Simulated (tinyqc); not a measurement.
# Double-gate transistor below threshold, two-dimensional Poisson equation on a small mesh: effects of single changes

Half of a symmetric double-gate structure: row 0 is the mid-plane of the body, where the normal field vanishes. Mobile charge is neglected (subthreshold), the body is fully depleted, and potentials are counted from the intrinsic level; rows run upward to the gate, columns from source to drain.

Parameters, values chosen for the exercise; semiconductor permittivity close to that of silicon:
- T = 300 K (temperature)
- eps_r = 11.9 (relative permittivity of the semiconductor)
- eox = 9 (relative permittivity of the insulator)
- tb = 6 nm (half the body thickness)
- tox = 3.2 nm (insulator thickness)
- L = 48 nm (channel length)
- Na = 8.7e17 cm^-3 (acceptor density of the depleted body)
- Vbi = 0.57 V (potential of the source)
- Vfb = 0.12 V (gate offset)
- Vg = 0 V (gate voltage)
- Vd = 1 V (drain voltage)

Constants: q = 1.602176634e-19 C, kB = 1.380649e-23 J/K, Vt = kB T/q, eps0 = 8.8541878128e-14 F/cm where lengths are in cm. Results are converted to the units shown.

Each table varies one quantity; the others keep the values above.

## Effect of the insulator thickness

Mesh: rows i = 0..12 in the semiconductor (step hs = tb/12, row 12 on the interface), then 8 step(s) ho = tox/8 up to the gate row 20; columns j = 0..80 (step hy = L/80). Box integration, divided by eps0: up_i = eps hy/h of the interval above row i, dn_i = that of the interval below (0 for row 0), lat_i = (sum of eps h/2 over the intervals above and below)/hy, s_i = -q Na w_i hy/eps0 with w_i the semiconductor height of the box (hs/2 for row 0 and the interface row, hs between, 0 in the insulator). Each free node obeys (up + dn + 2 lat) psi = up psi(above) + dn psi(below) + lat [psi(left) + psi(right)] + s. Fixed values: gate row Vg - Vfb; column 0 at Vbi and the last column at Vbi + Vd in the semiconductor, each running linearly to Vg - Vfb across the insulator. The system is solved directly. On row 0 the minimum of psi and its place come from a parabola through the three lowest nodes; barrier = Vbi - minimum, swing = Vt ln 10/(d psi/dVg), DIBL = (d psi/dVd)/(d psi/dVg) there. Lambda = pi/k with k the smallest positive root of tan(k tox) tan(k tb) = eox/eps_r.

Result of one run:
```
tox (nm)  L/Lambda  barrier (V)  place y/L  swing (mV/decade)  DIBL (mV/V)
6.4          1.764       0.6196     0.4242              70.09        53.26
```

What becomes of these results when the insulator thickness tox is changed from 6.4 to 4.6 nm, all else the same?

Result of the changed run:
```
tox (nm)  L/Lambda  barrier (V)  place y/L  swing (mV/decade)  DIBL (mV/V)
4.6          2.067       0.6603     0.4346              65.91        32.06
```

The whole series:
```
tox (nm)  L/Lambda  barrier (V)  place y/L  swing (mV/decade)  DIBL (mV/V)
1.3          3.121       0.7069     0.4556              60.75        6.087
1.8          2.886       0.7033     0.4522              61.29        8.756
2.4          2.652       0.6971     0.4482              62.05        12.60
3.4          2.345       0.6827     0.4419              63.61        20.47
4.6          2.067       0.6603     0.4346              65.91        32.06
6.4          1.764       0.6196     0.4242              70.09        53.26
```

As tox goes from 1.3 to 6.4 nm, the barrier falls from 0.707 to 0.620 V, the swing rises from 60.8 to 70.1 mV a decade and DIBL rises from 6.09 to 53.3 mV/V; the ideal swing is 59.5. L/Lambda goes from 3.1 to 1.8.

## Effect of half the body thickness

Same model as above.

Effect of half the body thickness:
```
tb (nm)  L/Lambda  barrier (V)  place y/L  swing (mV/decade)  DIBL (mV/V)
2.4         3.914       0.7021     0.4640              59.83        1.515
3.2         3.418       0.7031     0.4591              60.22        3.409
4.2         2.961       0.7008     0.4532              60.99        7.247
5.5         2.532       0.6914     0.4459              62.52        14.94
7.3         2.115       0.6674     0.4362              65.68        30.94
9.6         1.752       0.6226     0.4244              71.49        60.66
```

As tb goes from 2.4 to 9.6 nm, the barrier goes from 0.702 through a maximum of 0.703 (at tb = 3.2 nm among the rows listed) to 0.623 V, the swing rises from 59.8 to 71.5 mV a decade and DIBL rises from 1.52 to 60.7 mV/V; the ideal swing is 59.5. L/Lambda goes from 3.9 to 1.8. At tb = 2.4 nm the body is under 5 nm thick, where quantum confinement matters.

## Effect of the gate voltage

Same model as above.

Effect of the gate voltage:
```
Vg (V)  L/Lambda  barrier (V)  place y/L  swing (mV/decade)  DIBL (mV/V)
-0.2       2.400       0.8743     0.4518              63.18        20.00
-0.12      2.400       0.7989     0.4487              63.21        19.54
-0.04      2.400       0.7236     0.4451              63.25        19.03
0.04       2.400       0.6483     0.4410              63.30        18.46
0.12       2.400       0.5731     0.4361              63.37        17.81
0.2        2.400       0.4980     0.4303              63.45        17.07
```

Read the table: what changes, and by how much?

As Vg goes from -0.2 to 0.2 V, the barrier falls from 0.874 to 0.498 V, the swing stays near 63.3 mV a decade and DIBL falls from 20.0 to 17.1 mV/V; the ideal swing is 59.5. The barrier top moves from y/L = 0.452 to 0.430, towards the source.

Numbers from tinyqc (`OMP_NUM_THREADS=1 python tinyqc.py 2480121 2480122 out.jsonl`; about 0.1 s on one thread of a shared Intel Xeon 2.30GHz).
